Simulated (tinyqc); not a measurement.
Tight binding, kagome lattice, step by step. Computed by tinyqc, a small Python program that keeps every step. Settings: t1 = 0.66, t2 = 0.52, delta = 0, bands filled = 2. Command: `OMP_NUM_THREADS=1 python tinyqc.py 21783 21784 out.jsonl` (the two numbers bound the seeds that draw the settings). One thread of a shared host (Intel(R) Xeon(R) Processor @ 2.60GHz), about 0.01 s of CPU time with the checks.

## Bloch Hamiltonian at k

Parameters chosen for this model:
```
parameter     value                unit
t1         0.660000    eV, up triangles
t2         0.520000  eV, down triangles
delta             0        eV on site C
```

k point k (fractions of the reciprocal vectors): [-0.150000, 0.350000]

H_AB = -t1 - t2 exp(-i k.a1), H_AC = -t1 - t2 exp(-i k.a2), H_BC = -t1 - t2 exp(i k.(a1 - a2)), H_CC = delta.

H(k) at k (eV), order A, B, C:
```
[[0.000000, -0.965648-0.420689i, -0.354352+0.420689i],
 [-0.965648+0.420689i, 0.000000, -0.140000],
 [-0.354352-0.420689i, -0.140000, 0.000000]]
```

## Levels at k

Diagonalise the Hermitian matrix.

eigenvalues (eV): [-1.212334, 0.032334, 1.180000]

weights |c|^2 of the basis functions, order A, B, C:
```
[[0.487011, 0.012989, 0.500000],
 [0.391989, 0.211065, 0.396946],
 [0.121000, 0.775946, 0.103054]]
```

## Bloch Hamiltonian at K

k point K (fractions of the reciprocal vectors): [0.333333, 0.666667]

As before.

H(k) at K (eV), order A, B, C:
```
[[0.000000, -0.400000+0.450333i, -0.400000-0.450333i],
 [-0.400000-0.450333i, 0.000000, -0.400000+0.450333i],
 [-0.400000+0.450333i, -0.400000-0.450333i, 0.000000]]
```

## Levels at K

As before.

eigenvalues (eV): [-0.800000, -0.380000, 1.180000]

weights |c|^2 of the basis functions, order A, B, C:
```
[[0.333333, 0.333333, 0.333333],
 [0.333333, 0.333333, 0.333333],
 [0.333333, 0.333333, 0.333333]]
```

## Bands along a path

The same steps at evenly spaced points between the labelled ones.

Bands along the path (eV):
```
k             band 1     band 2    band 3
G          -2.360000   1.180000  1.180000
G-K 0.20   -2.259463   1.079463  1.180000
G-K 0.40   -1.975833   0.795833  1.180000
G-K 0.60   -1.560881   0.380881  1.180000
G-K 0.80   -1.098727  -0.081273  1.180000
K          -0.800000  -0.380000  1.180000
K-M 0.20   -0.878737  -0.301263  1.180000
K-M 0.40   -1.008558  -0.171442  1.180000
K-M 0.60   -1.118087  -0.061913  1.180000
K-M 0.80   -1.188295   0.008295  1.180000
M          -1.212334   0.032334  1.180000
M-K' 0.20  -1.188295   0.008295  1.180000
M-K' 0.40  -1.118087  -0.061913  1.180000
M-K' 0.60  -1.008558  -0.171442  1.180000
M-K' 0.80  -0.878737  -0.301263  1.180000
K'         -0.800000  -0.380000  1.180000
```

With 2 band(s) filled, the highest filled level on these points lies at G and the lowest empty one at G-K 0.20: the bands touch or overlap, so there is no gap.
